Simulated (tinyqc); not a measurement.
Polycrystalline film, grain-boundary barriers (Seto model): one step of the calculation.

One-dimensional grains of size Lg with donors N; each boundary has Qt acceptor-like traps per area at one level Et below the band edge. Trapped electrons qt deplete a width w = qt/N (both sides together) and raise a barrier Vb = q N w^2/(8 eps0 eps_r). Current crosses the barriers by thermionic emission at small bias. Abrupt depletion, full ionisation, Boltzmann statistics.

Question. Critical doping and limits of the barrier. N* = Qt/Lg; fully depleted grains have Vb = q N Lg^2/(8 eps0 eps_r), filled traps Vb = q Qt^2/(8 eps0 eps_r N); the true barrier cannot exceed the smaller.

Parameters, values chosen for the exercise; values close to those of polycrystalline silicon:
```
symbol,value,unit,meaning
eps_r,11.7,,relative permittivity of the semiconductor
Lg,80,nm,grain size
Qt,2.8e12,cm^-2,trap density at a boundary
N,8e16,cm^-3,donor density
```

Constants: q = 1.602176634e-19 C, eps0 = 8.8541878128e-14 F/cm where lengths are in cm. Results are converted to the units shown.

Give: N*; Vb, fully depleted; Vb, traps filled.

Answer.

N* = 3.500e17 cm^-3
Vb, fully depleted = 0.09898 V
Vb, traps filled = 1.895 V

Computed by the program tinyqc: `OMP_NUM_THREADS=1 python tinyqc.py 2610063 2610064 out.jsonl`, one thread of a shared Intel Xeon 2.30GHz, about 0.01 s for the whole run.
